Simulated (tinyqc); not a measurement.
From results back to parameters: Shockley-Read-Hall recombination through one deep level. Two cases, with inputs chosen for the exercise.

Problem. Deep-level transient spectroscopy: the emission rate is en = gam sigma T^2 exp(-dE/kB T), dE = Ec - Et. Two rates were computed from hidden dE and sigma.

Constants: kB = 8.617333262e-05 eV/K.

Case 1.

Values chosen (out of a larger set: gap and densities of states near those of Si at this temperature; not measured data): gam = 5.1e+21 1/(cm^2 s K^2) (vth Nc/T^2, which does not depend on T); T1 = 103 K; T2 = 115 K.

en(T1) = 2.45675 1/s
en(T2) = 37.4629 1/s

Case 2.

Values chosen (out of a larger set: gap and densities of states near those of SiC at this temperature; not measured data): gam = 2.6e+21 1/(cm^2 s K^2) (vth Nc/T^2, which does not depend on T); T1 = 81 K; T2 = 94 K.

en(T1) = 0.0763277 1/s
en(T2) = 2.81173 1/s

Find: ln(en/T^2) at T1 and T2; dE; sigma.

Solution. ln(en/T^2) against 1/T is a line of slope -dE/kB and intercept ln(gam sigma); plotting ln en alone would overstate dE by about 2 kB T.

Case 1.

ln(en/T^2) at T1 and T2: -8.3706  -5.8665

dE = 0.213 eV
sigma = 1.2e-15 cm^2

Case 2.

ln(en/T^2) at T1 and T2: -11.3616  -8.0528

dE = 0.167 eV
sigma = 1.1e-16 cm^2

Computed by tinyqc, one run a case: `OMP_NUM_THREADS=1 python tinyqc.py N N+1 out.jsonl` with N = 1680743, 1680779; one thread of a shared Intel(R) Xeon(R) Processor @ 2.30GHz, about 0.01 s a run at most.
